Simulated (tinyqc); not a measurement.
## One-dimensional ballistic tunnel FET, two-band WKB: effect of the band gap with the mass tied to it

A p-type source for x < 0 with its Fermi level at 0 and its valence edge at ds; in the channel the bands fall as D exp(-x/lam) towards their flat values, with the conduction edge at Ec = ds - dP and D = dP + Eg. The gate moves dP one to one. The drain Fermi level lies at -Vd and the drain side reflects nothing. For w = E - Ec between 0 and dP an electron crosses the gap. Two-band dispersion with equal masses m: inside the gap kappa = sqrt(m u (1 - u/Eg)/C), u the distance from a band edge, C = hbar^2/(2 m0).

The mass follows the gap, m = 0.039 Eg/0.909 eV. S(w) = 2 lam int_0^Eg kappa(u) du/(w + Eg - u) = 2 pi lam sqrt(m/(C Eg)) [w + Eg/2 - sqrt(w (w + Eg))], T(w) = exp(-S). I = g (2 q^2/h) int_0^dP T(w) [f(E) - f(E + Vd)] dw, E = ds - dP + w, f(x) = 1/(1 + exp(x/Vt)). Swing = d(dP)/d(log10 I).

Parameters, values chosen for the exercise; band and dielectric values those of a made-up semiconductor: temperature T = 300 K; screening length of the source junction lam = 4.5 nm; source valence edge above the source Fermi level ds = 0.16 eV; drain bias Vd = 0.3 V; number of degenerate subbands (spin apart) g = 1; tunnelling window Ev(source) - Ec(channel) dP = 0.46 eV.

Constants: q = 1.602176634e-19 C, kB = 1.380649e-23 J/K, hbar = 1.054571817e-34 J s, h = 6.62607015e-34 J s, m0 = 9.1093837015e-31 kg, Vt = kB T/q, hbar^2/(2 m0) = 0.0380998212 eV nm^2. Results are converted to the units shown.

Results:
```
Eg (eV)	T(w = dP)	I (uA)	swing (mV/decade)
0.2	0.7633	11.17	596.9
0.54	0.2116	1.345	318.7
0.71	0.08701	0.3832	264.1
0.89	0.02991	0.09256	225.5
1.06	0.009900	0.02260	199.3
1.23	0.003028	0.005222	179.4
1.4	8.662e-4	0.001152	163.7
```

Estimate the missing row, Eg = 0.37 eV.

Computed row:
```
Eg (eV)	T(w = dP)	I (uA)	swing (mV/decade)
0.37	0.4435	4.216	409.5
```

With this row back in the table: T(w = dP) falls from 0.763 to 8.66e-4 and I falls from 11.2 to 0.00115 uA; the swing falls from 597 to 164 mV/decade. With m/Eg fixed, S depends on the gap only through w + Eg/2 - sqrt(w (w + Eg)). For Eg = 0.2, 0.37, 0.54 S at w = dP is below 2, where a WKB prefactor of 1 is a rough guess.

Program tinyqc, `OMP_NUM_THREADS=1 python tinyqc.py 2620087 2620088 out.jsonl`; Intel Xeon 2.30GHz, shared host, one thread, about 0.01 s.
